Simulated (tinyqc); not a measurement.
Disorder broadening of a semi-elliptic band in the self-consistent Born approximation: two steps of the calculation.

The local Green function is G = g0(z - Sigma) with z = E + i eta and g0(z) = (z - sqrt(z - 2t) sqrt(z + 2t))/(2 t^2), principal roots; the self-energy is Sigma = D G. The density of states is -Im G/pi.

Values chosen for this exercise:
```
symbol   value  unit                             meaning
t            1    eV                             hopping
D         0.99  eV^2  variance of the random site energy
eta       0.01    eV                     bare broadening
E       -0.941    eV         energy from the band centre
mix        0.3                                    mixing
```

Constants: q = 1.602176634e-19 C, hbar = 1.054571817e-34 J s. Results are converted to the units shown.

Task 1. Born step. G = g0(z - Sigma), Sigma(out) = D G, Sigma(new) = Sigma + mix (Sigma(out) - Sigma).

Sigma after iteration 2 = -0.19900002-0.41780307i eV

Give: G; Sigma(out); Sigma after iteration 3.

Result 1.

G = -0.2880-0.7427i 1/eV
Sigma(out) = -0.2852-0.7352i eV
Sigma after iteration 3 = -0.2248-0.5130i eV

Task 2. Density of states and lifetime. G = Sigma/D, density of states -Im G/pi, lifetime hbar/(2 |Im Sigma|); without disorder the density of states is -Im g0(z)/pi. Closed form: G = (z - sqrt(z^2 - 4 (t^2 + D)))/(2 (t^2 + D)) with the root that gives Im G < 0; for eta -> 0 a semi-ellipse of half-width 2 sqrt(t^2 + D).

converged Sigma = -0.23318782-0.65912557i eV

Give: density of states; lifetime; density of states without disorder.

Result 2.

density of states = 0.21193 1/eV
lifetime = 0.49931 fs
density of states without disorder = 0.27929 1/eV

Disorder makes the density of states at this energy 24 % below the clean value.

Range of the model: The self-consistent Born approximation misses band tails from rare fluctuations and localisation.

Computed by the program tinyqc: `OMP_NUM_THREADS=1 python tinyqc.py 2720103 2720104 out.jsonl`, one thread of a shared Intel Xeon 2.30GHz, about 0.01 s for the whole run.
